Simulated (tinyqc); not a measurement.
# Floating body of a partially depleted SOI transistor: body voltage and kink, step by step

Computed by the program tinyqc: `OMP_NUM_THREADS=1 python tinyqc.py 2182031 2182032 out.jsonl`, one thread of a shared Intel Xeon 2.30GHz, about 0.2 s for the whole run. Printed values are rounded.

Source at 0 V. Channel current Ic = 2 nf K Vt^2 [F(0) - F(Vd)](1 + la Vd), F(V) = ln^2(1 + exp((Vg - VT - nf V)/(2 nf Vt))), VT = VT0 - gb Vb. Saturation voltage Vs = 2 Vt sqrt(F(0)) + 3 Vt, excess Ve = (Vd - Vs + sqrt((Vd - Vs)^2 + 0.0004 V^2))/2, multiplication M1 = Ai Ve exp(-Bl/Ve). Each junction passes D(v) = J1 (exp(v/Vt) - 1) + J2 (exp(v/(2 Vt)) - 1). Bipolar current Ib = bb J1 (exp(Vb/Vt) - 1). The body settles where M1 (Ic + Ib) = D(Vb) + D(Vb - Vd) + Vb/Rb; drain current Id = (1 + M1)(Ic + Ib) - D(Vb - Vd).

Values chosen for this exercise; values of the order met in partially depleted silicon-on-insulator transistors:
```
symbol   value         unit                                                                                            meaning
T          398            K                                                                                        temperature
VT0       0.45            V                                                                     threshold at zero body voltage
gb        0.22                                                                  fall of the threshold per volt of body voltage
nf        1.42                                                                                                    slope factor
K          230  uA/(V^2 um)                                                                              gain factor per width
la        0.08          1/V                                                                   channel-length modulation factor
Ai        2.51          1/V                                                                        impact-ionisation prefactor
Bl           7            V                                                                          impact-ionisation voltage
J1      1.6e-8        uA/um                                                      diffusion saturation current of each junction
J2      1.2e-6        uA/um                                                  recombination saturation current of each junction
bb           3                                                 gain of the lateral bipolar transistor on the diffusion current
Rb         1e9      kohm um  resistance of a weak body tie to the source (1e9 stands for no tie, and the term is then dropped)
Vg        0.99            V                                                                                       gate voltage
Vd         2.5            V                                                                                      drain voltage
```

Constants: q = 1.602176634e-19 C, kB = 1.380649e-23 J/K, Vt = kB T/q. Results are converted to the units shown.

Range of the model: The multiplication law is an empirical form chosen for the exercise; self-heating and capacitive coupling to the body are left out, and the linear laws are rough once Vb passes about 0.7 V or M1 about 0.1.

## Starting value

Vb = 0.61 V.

Vb at the start = 0.61 V

## Iteration 1: new Vb

Current into the body I_in = M1 (Ic + Ib) - D(Vb - Vd), current out I_out = D(Vb) + Vb/Rb; f = ln(I_in/I_out), s = df/dVb by central differences over 1e-5 V, Vb(new) = Vb - f/s.

Ic = 44.1867 uA/um
Ve = 1.92230 V
M1 = 0.126482
I_in = 5.91061 uA/um
I_out = 0.856749 uA/um
f = 1.93136
s = -27.1784 1/V
Vb after iteration 1 = 0.681062 V

## Iteration 2: new Vb

As before.

Ic = 46.2575 uA/um
Ve = 1.91131 V
M1 = 0.123150
I_in = 8.18436 uA/um
I_out = 6.75820 uA/um
f = 0.191469
s = -20.1754 1/V
Vb after iteration 2 = 0.690552 V

## Iteration 3: new Vb

As before.

Ic = 46.5377 uA/um
Ve = 1.90984 V
M1 = 0.122710
I_in = 8.97964 uA/um
I_out = 8.90838 uA/um
f = 0.00796781
s = -18.4703 1/V
Vb after iteration 3 = 0.690984 V

## Course of the iteration

Stop when the step is below 1e-10 V, or after 40 iterations.

Course of the iteration:
```
iteration  Vb before the step (V)  step (V)
1                            0.61    0.0711
2                        0.681062   9.49e-3
3                        0.690552   4.31e-4
4                        0.690984   9.50e-7
5                        0.690985  4.61e-12
```

Converged in 5 iterations.

## Drain current with floating and with grounded body

converged Vb = 0.690985 V

Id and VT at the converged Vb, Id at Vb = 0, their ratio, and the bipolar share Ib/(Ic + Ib).

VT = 0.297983 V
Id, floating = 82.5500 uA/um
Id, grounded = 32.8430 uA/um
ratio = 2.51347
bipolar share = 36.6908 %

The body rises to 0.691 V and lowers the threshold by 152 mV.
